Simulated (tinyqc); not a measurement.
Floating body of a partially depleted SOI transistor: body voltage and kink: two steps of the calculation.

Source at 0 V. Channel current Ic = 2 nf K Vt^2 [F(0) - F(Vd)](1 + la Vd), F(V) = ln^2(1 + exp((Vg - VT - nf V)/(2 nf Vt))), VT = VT0 - gb Vb. Saturation voltage Vs = 2 Vt sqrt(F(0)) + 3 Vt, excess Ve = (Vd - Vs + sqrt((Vd - Vs)^2 + 0.0004 V^2))/2, multiplication M1 = Ai Ve exp(-Bl/Ve). Each junction passes D(v) = J1 (exp(v/Vt) - 1) + J2 (exp(v/(2 Vt)) - 1). Bipolar current Ib = bb J1 (exp(Vb/Vt) - 1). The body settles where M1 (Ic + Ib) = D(Vb) + D(Vb - Vd) + Vb/Rb; drain current Id = (1 + M1)(Ic + Ib) - D(Vb - Vd).

Inputs (values chosen for the exercise); values of the order met in partially depleted silicon-on-insulator transistors: temperature T = 398 K; threshold at zero body voltage VT0 = 0.38 V; fall of the threshold per volt of body voltage gb = 0.28; slope factor nf = 1.3; gain factor per width K = 220 uA/(V^2 um); channel-length modulation factor la = 0.04 1/V; impact-ionisation prefactor Ai = 3.87 1/V; impact-ionisation voltage Bl = 4.9 V; diffusion saturation current of each junction J1 = 1e-9 uA/um; recombination saturation current of each junction J2 = 1.2e-7 uA/um; gain of the lateral bipolar transistor on the diffusion current bb = 0; resistance of a weak body tie to the source (1e9 stands for no tie, and the term is then dropped) Rb = 1e9 kohm um; gate voltage Vg = 0.33 V; drain voltage Vd = 2.3 V.

Constants: q = 1.602176634e-19 C, kB = 1.380649e-23 J/K, Vt = kB T/q. Results are converted to the units shown.

Question 1. New Vb. Current into the body I_in = M1 (Ic + Ib) - D(Vb - Vd), current out I_out = D(Vb) + Vb/Rb; f = ln(I_in/I_out), s = df/dVb by central differences over 1e-5 V, Vb(new) = Vb - f/s.

Vb after iteration 1 = 0.73479028 V

Wanted: Ic; Ve; M1; I_in; I_out; f; s; Vb after iteration 2.

Answer 1.

Ic = 2.6727 uA/um
Ve = 2.0663 V
M1 = 0.74653
I_in = 1.9952 uA/um
I_out = 2.0213 uA/um
f = -0.012974
s = -26.614 1/V
Vb after iteration 2 = 0.73430 V

Question 2. Drain current with floating and with grounded body. Id and VT at the converged Vb, Id at Vb = 0, their ratio, and the bipolar share Ib/(Ic + Ib).

converged Vb = 0.73430277 V

Give: VT; Id, floating; Id, grounded; ratio; bipolar share.

Answer 2.

VT = 0.17440 V
Id, floating = 4.6619 uA/um
Id, grounded = 0.28064 uA/um
ratio = 16.612
bipolar share = 0.0000 %

The body rises to 0.734 V and lowers the threshold by 206 mV.

Range of the model: The multiplication law is an empirical form chosen for the exercise; self-heating and capacitive coupling to the body are left out, and the linear laws are rough once Vb passes about 0.7 V or M1 about 0.1.

Numbers from tinyqc (`OMP_NUM_THREADS=1 python tinyqc.py 2182161 2182162 out.jsonl`; about 0.2 s on one thread of a shared Intel Xeon 2.30GHz).
